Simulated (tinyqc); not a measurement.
Reverse leakage of an n+-p junction: diffusion, generation, trap-assisted and band-to-band tunnelling: two steps of the calculation.

One-sided abrupt junction in the depletion approximation, x from the junction (0) to W on the p side, field F = F0 (1 - x/W). Flat quasi-Fermi levels, long p side. Traps generate through SRH with both lifetimes shortened by 1 + Gamma (Hurkx enhancement, form for moderate fields); band-to-band generation is local and needs a total bending above Eg.

Inputs (values chosen for the exercise); band and dielectric values close to those of silicon:

| symbol | value | unit | meaning |
|---|---|---|---|
| T | 400 | K | temperature |
| Eg | 1.14 | eV | band gap |
| Na | 4e17 | cm^-3 | acceptor density of the lighter side |
| Nd | 1e19 | cm^-3 | donor density of the heavier side |
| tau | 7e-7 | s | SRH lifetime of both carriers at zero field |
| Et | 0 | eV | trap level above the intrinsic level |
| Ab | 3.7e14 | cm^-0.5 V^-2.5 s^-1 | band-to-band prefactor |
| Bb | 1.94e7 | V/cm | band-to-band field constant |
| VR | 0.7 | V | reverse bias |

Constants: q = 1.602176634e-19 C, kB = 1.380649e-23 J/K, Vt = kB T/q. Results are converted to the units shown.

Problem 1. Generation rates across the layer. u = (Vbi + VR)(1 - x/W)^2, p = Na exp(-u/Vt), n = Nd exp((u - Vbi - VR)/Vt); G0 = ni^2 (1 - exp(-VR/Vt))/(tau (n + p + 2 ni cosh(Et/Vt))); Gamma = 2 sqrt(3 pi)(F/FG) exp((F/FG)^2); trap-assisted part G0 Gamma; G_bb = Ab F^2.5 exp(-Bb/F) with F in V/cm, zero unless Vbi + VR > Eg, and counted as zero under 1 cm^-3 s^-1. 16 equal steps.

ni = 2.7993485e12 cm^-3
Vbi = 0.92924296 V
W = 72.575499 nm
F0 = 448.97879 kV/cm
FG = 590.14721 kV/cm

Find: x; F; Gamma; G0; G0 Gamma; G_bb.

Solution 1.

```
point	x (nm)	F (kV/cm)	Gamma	G0 (cm^-3 s^-1)	G0 Gamma (cm^-3 s^-1)	G_bb (1e9 cm^-3 s^-1)
0	0.000	448.98	8.3330	1.1195e12	9.3286e12	8.5756
1	4.536	420.92	7.2834	3.4253e14	2.4948e15	0.4094
2	9.072	392.86	6.3664	6.9936e16	4.4524e17	0.0128
3	13.608	364.80	5.5616	1.6821e18	9.3553e18	0.0002
4	18.144	336.73	4.8516	1.9958e18	9.6829e18	0.0000
5	22.680	308.67	4.2220	1.9995e18	8.4416e18	0.0000
6	27.216	280.61	3.6602	1.9982e18	7.3137e18	0.0000
7	31.752	252.55	3.1557	1.9549e18	6.1689e18	0.0000
8	36.288	224.49	2.6993	1.3092e18	3.5338e18	0.0000
9	40.824	196.43	2.2831	2.1246e17	4.8506e17	0.0000
10	45.360	168.37	1.9003	2.1330e16	4.0532e16	0.0000
11	49.896	140.31	1.5446	2.8248e15	4.3633e15	0.0000
12	54.432	112.24	1.2108	5.3680e14	6.4997e14	0.0000
13	58.968	84.18	0.89386	1.4743e14	1.3178e14	0.0000
14	63.504	56.12	0.58921	5.8571e13	3.4511e13	0.0000
15	68.040	28.06	0.29261	3.3662e13	9.8498e12	0.0000
16	72.575	0.00	0	2.7987e13	0	0.0000
```

Problem 2. Current components. 16 equal steps.

Each current is q times the trapezoid sum of its rate; J adds J_diff; J_bb under 1e-8 of the sum is given as 0.

```
point	x (nm)	G0 (cm^-3 s^-1)	G0 Gamma (cm^-3 s^-1)	G_bb (cm^-3 s^-1)
0	0.000000	1.1194783e12	9.3286270e12	8.5755673e9
1	4.535969	3.4253146e14	2.4947920e15	4.0940910e8
2	9.071937	6.9935930e16	4.4524124e17	1.2808456e7
3	13.607906	1.6821318e18	9.3553186e18	2.3840782e5
4	18.143875	1.9958084e18	9.6829423e18	2321.3905
5	22.679843	1.9994529e18	8.4416433e18	9.9236247
6	27.215812	1.9981657e18	7.3136532e18	0
7	31.751781	1.9548620e18	6.1688616e18	0
8	36.287749	1.3091689e18	3.5337797e18	0
9	40.823718	2.1245798e17	4.8506072e17	0
10	45.359687	2.1329765e16	4.0531943e16	0
11	49.895655	2.8247907e15	4.3633019e15	0
12	54.431624	5.3679897e14	6.4997013e14	0
13	58.967593	1.4743339e14	1.3178483e14	0
14	63.503561	5.8571492e13	3.4510798e13	0
15	68.039530	3.3661571e13	9.8497983e12	0
16	72.575499	2.7986581e13	0	0
```

J_diff = 1.7191944e-8 A/cm^2

Find: J_SRH; J_TAT; J_bb; J.

Solution 2.

J_SRH = 8.174e-7 A/cm^2
J_TAT = 3.305e-6 A/cm^2
J_bb = 0 A/cm^2
J = 4.139e-6 A/cm^2

tinyqc, about 0.01 s, one thread, Intel Xeon 2.30GHz (shared host): `OMP_NUM_THREADS=1 python tinyqc.py 2290116 2290117 out.jsonl`
